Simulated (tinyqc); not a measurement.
Long-channel MOSFET, surface-potential model: two steps of the calculation.

n-channel transistor on a uniformly doped p-type body, gradual-channel approximation, constant mobility, Boltzmann statistics, full ionisation. Potentials are counted from the neutral body; V is the electron quasi-Fermi potential, Vsb at the source and Vsb + Vds at the drain. Charges are magnitudes per area.

Inputs (values chosen for the exercise); material values close to those of silicon:
```
symbol,value,unit,meaning
T,325,K,temperature
Vfb,-0.89,V,flat-band voltage
mu,110,cm^2/(V s),channel mobility
W,1,um,gate width
L,5,um,gate length
Vsb,0,V,source-body reverse bias
Vgs,2.52,V,gate-source voltage
Vds,2,V,drain-source voltage
```

Constants: q = 1.602176634e-19 C, kB = 1.380649e-23 J/K, Vt = kB T/q. Results are converted to the units shown.

Problem 1. Inversion charge along the channel. The surface potential psi at channel potential V solves Vgs + Vsb - Vfb - psi = gamma sqrt(G), G = psi - Vt + Vt exp((psi - 2 phiF - V)/Vt). Charge sheet: Qi = Cox gamma [sqrt(G) - sqrt(psi - Vt)]. Pao-Sah: Qi = (Cox gamma/2) integral from 3 Vt to psi of exp((u - 2 phiF - V)/Vt)/sqrt(G(u, V)) du.

V, point 0 to 6 (V): [0, 0.33333333, 0.66666667, 1, 1.3333333, 1.6666667, 2]
phiF = 0.46192528 V
Cox = 0.24584500 uF/cm^2
gamma = 2.4788657 V^0.5

Wanted: psi; Qi, charge sheet; Qi, Pao-Sah.

Solution 1.

psi, point 0 to 6 (V): [0.9480, 0.9850, 0.9850, 0.9850, 0.9850, 0.9850, 0.9850]
Qi, charge sheet, point 0 to 6 (nC/cm^2): [20.73, 5.249e-4, 3.557e-9, 2.410e-14, 1.633e-19, 1.107e-24, 7.500e-30]
Qi, Pao-Sah, point 0 to 6 (nC/cm^2): [21.05, 5.329e-4, 3.612e-9, 2.447e-14, 1.658e-19, 1.124e-24, 7.615e-30]

At the source the charge-sheet charge is 1.6 % below the Pao-Sah one.

Problem 2. Pao-Sah current by Simpson's rule. I = mu (W/L) integral of Qi dV; Simpson's rule on the 7 points, step Vds/6, weights 1, 4, 2, ..., 4, 1 times step/3.

Qi, Pao-Sah, point 0 to 6 (nC/cm^2): [21.053783, 5.3293935e-4, 3.6115122e-9, 2.4472922e-14, 1.6583743e-19, 1.1237748e-24, 7.6151073e-30]

Give: Pao-Sah current.

Solution 2.

Pao-Sah current = 0.051470 uA

Gauss-Legendre quadrature on many points gives 0.02150 uA, so this value is 2.39 times it; the charge-sheet current, 0.02119 uA, is 1.5 % below it.

tinyqc, about 0.04 s, one thread, Intel Xeon 2.30GHz (shared host): `OMP_NUM_THREADS=1 python tinyqc.py 2360028 2360029 out.jsonl`
